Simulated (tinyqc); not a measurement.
# Worked calculation: hole mobility in a silicon inversion layer, empirical terms and Matthiessen rule

Program tinyqc, `OMP_NUM_THREADS=1 python tinyqc.py 2510068 2510069 out.jsonl`; Intel Xeon 2.30GHz, shared host, one thread, about 0.01 s. Printed values are rounded.

Inversion layer of sheet density Ns on a uniformly doped body. The mobility terms are empirical power laws with prefactors chosen for the exercise; adding their inverses (Matthiessen) is itself an approximation.

Values chosen for this exercise; material values close to those of silicon: temperature T = 273 K; band gap Eg = 1.13 eV; relative permittivity of the semiconductor eps_r = 11.7; conduction-band density of states at T Nc = 2.4e19 cm^-3; valence-band density of states at T Nv = 2.34e19 cm^-3; body doping Nb = 6.8e17 cm^-3; reverse body bias Vsb = 0 V; weight of the inversion charge in the effective field eta = 0.3333; gate capacitance Cox = 0.55 uF/cm^2; phonon-limited mobility at 1 MV/cm and 300 K Ap = 140 cm^2/(V s); roughness-limited mobility at 1 MV/cm As = 358 cm^2/(V s); exponent of the roughness term gs = 1; Coulomb prefactor Ac = 820 cm^2/(V s); charge at the interface Nit = 2.9e10 cm^-2; inversion density Ns = 5e12 cm^-2; ratio W/L WL = 20; drain voltage Vd = 0.01 V; measured linear current I = 17.3 uA.

Constants: q = 1.602176634e-19 C, kB = 1.380649e-23 J/K, Vt = kB T/q, eps0 = 8.8541878128e-14 F/cm where lengths are in cm. Results are converted to the units shown.

## Depletion charge and effective field

ni = sqrt(Nc Nv) exp(-Eg/(2 Vt)), Eg in volts; Ndep = sqrt(2 eps0 eps_r Nb (2 Vt ln(Nb/ni) + Vsb)/q); E = q (Ndep + eta Ns)/(eps0 eps_r), in MV/cm.

ni = 8.79839e8 cm^-3
Ndep = 2.90989e12 cm^-2
E = 0.707781 MV/cm

The depletion charge gives 63.6 % of the field.

## Mobility terms and their sum

With t = T/(300 K): muC = Ac (Ns/1e12 cm^-2) t/(Nb/1e17 cm^-3 + Nit/1e11 cm^-2), muP = Ap E^(-1/3) t^(-1.75), muS = As E^(-gs); 1/mu is the sum of the inverses.

terms (cm^2/(V s)): Coulomb 526.234, phonon 185.285, roughness 505.806
mu = 107.823 cm^2/(V s)
shares of 1/mu (%): Coulomb 20.4896, phonon 58.1933, roughness 21.3171

The phonon term limits most.

## Iteration 1: inversion density for the measured current

Ns at the start = 7.5e12 cm^-2

I = (W/L) q Ns mu Vd. E = q (Ndep + eta Ns)/(eps0 eps_r) in MV/cm. With t = T/(300 K): muC = Ac (Ns/1e12 cm^-2) t/(Nb/1e17 cm^-3 + Nit/1e11 cm^-2), muP = Ap E^(-1/3) t^(-1.75), muS = As E^(-gs); 1/mu is the sum of the inverses. Ns(new) = I/((W/L) q mu Vd).

E = 0.836651 MV/cm
mu = 107.406 cm^2/(V s)
Ns after iteration 1 = 5.02663e12 cm^-2

## Iteration 2: inversion density for the measured current

As before.

E = 0.709154 MV/cm
mu = 107.855 cm^2/(V s)
Ns after iteration 2 = 5.00570e12 cm^-2

## Course of the iteration: inversion density for the measured current

Stop when Ns changes by less than 1e5 cm^-2, or after 120 iterations.

Course of the iteration:
```
iteration  Ns (cm^-2)  |change| (cm^-2)
1          5.02663e12           2.47e12
2          5.00570e12           2.09e10
3          5.00686e12            1.16e9
4          5.00680e12            6.52e7
5          5.00680e12            3.66e6
6          5.00680e12            2.06e5
7          5.00680e12            1.16e4
```

Converged in 7 iterations. At the end each change is about 0.056 times the one before, with alternating sign: linear convergence.

## Split C-V extraction

```
point  Vg (V)  Cgc (uF/cm^2)       I (uA)
0         0.1     1.12698e-5  1.46616e-11
1         0.2     3.28702e-4   1.24792e-8
2         0.3     0.00943375   1.04409e-5
3         0.4       0.185592   0.00576685
4         0.5       0.515328     0.226607
5         0.6       0.548735     0.922776
6         0.7       0.549957      1.91473
7         0.8       0.549999      3.07575
8         0.9       0.550000      4.33605
9           1       0.550000      5.65310
10        1.1       0.550000      6.99983
11        1.2           0.55      8.35852
12        1.3           0.55      9.71736
```

Q(Vg) is the trapezoid sum of Cgc from the first point (where Q is taken as 0); mu_eff = I/((W/L) Q Vd); mu_FE = (dI/dVg)/((W/L) Cox Vd) with a backward difference. Listed from point 4 on.

```
point  Q (uC/cm^2)  mu_eff (cm^2/(V s))  mu_FE (cm^2/(V s))
4        0.0453025              25.0104             20.0764
5        0.0985056              46.8387             63.2881
6         0.153440              62.3934             90.1778
7         0.208438              73.7809             105.547
8         0.263438              82.2974             114.573
9         0.318438              88.7630             119.732
10        0.373438              93.7215             122.430
11        0.428438              97.5465             123.517
12        0.483438              100.503             123.531
```

At the last point mu_FE is 23 % above mu_eff.
